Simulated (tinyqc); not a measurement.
Two electrons on one impurity (helium-like model): one step. Units and equal orbitals. Three cases, with inputs chosen for the exercise.

Task: Give Ha*, a*, the best common exponent Z - 5/16, E = -(Z - 5/16)^2, and the binding of the second electron -Z^2/2 - E.

Units Ha* = 2 Ry m/eps^2 and a* = a0 eps/m. One electron is bound by Z^2/2. Two electrons in the singlet built from exp(-a r) and exp(-b r): S = 8 (ab)^(3/2)/(a + b)^3, h_aa = a^2/2 - Z a, h_bb alike, h_ab = S (ab/2 - Z (a + b)/2), J = ab (a^2 + 3ab + b^2)/(a + b)^3, K = 20 (ab)^3/(a + b)^5, E = (h_aa + h_bb + 2 S h_ab + J + K)/(1 + S^2). For a = b this is a^2 - 2 Z a + 5a/8. Real double donors are deeper, since the central cell is left out.

Constants: Ry = 13.60569312 eV; a0 (Bohr radius) = 0.5291772105 angstrom.

Case 1.

Values chosen (out of a larger set: near those of impurities in cubic GaN; not measured data): m = 0.2 m0 (one mean mass); eps = 9.3 (dielectric constant); Z = 2 (effective charge (1: D- centre, 2: double donor; other values mimic a central cell)).

Case 2.

Values chosen (out of a larger set: near those of impurities in Ge; not measured data): m = 0.166 m0 (one mean mass); eps = 16.3 (dielectric constant); Z = 2.4 (effective charge (1: D- centre, 2: double donor; other values mimic a central cell)).

Case 3.

Values chosen (out of a larger set: near those of impurities in InP; not measured data): m = 0.077 m0 (one mean mass); eps = 12.6 (dielectric constant); Z = 2 (effective charge (1: D- centre, 2: double donor; other values mimic a central cell)).

Give: Ha*; a*; exponent; E with equal orbitals; binding of the second electron.

Result:

Case 1.

Ha* = 62.924 meV
a* = 24.61 angstrom
exponent = 1.6875
E with equal orbitals = -2.84766 Ha*
binding of the second electron = 53.34 meV

The first electron is bound by 125.8 meV, 2.36 times as much as the second.

Case 2.

Ha* = 17.001 meV
a* = 51.96 angstrom
exponent = 2.0875
E with equal orbitals = -4.35766 Ha*
binding of the second electron = 25.12 meV

The first electron is bound by 49.0 meV, 1.95 times as much as the second.

Case 3.

Ha* = 13.198 meV
a* = 86.59 angstrom
exponent = 1.6875
E with equal orbitals = -2.84766 Ha*
binding of the second electron = 11.19 meV

The first electron is bound by 26.4 meV, 2.36 times as much as the second.

Computed by tinyqc, one run a case: `OMP_NUM_THREADS=1 python tinyqc.py N N+1 out.jsonl` with N = 1282443, 1282482, 1282673; one thread of a shared Intel(R) Xeon(R) Processor @ 2.30GHz, about 0.05 s a run at most.
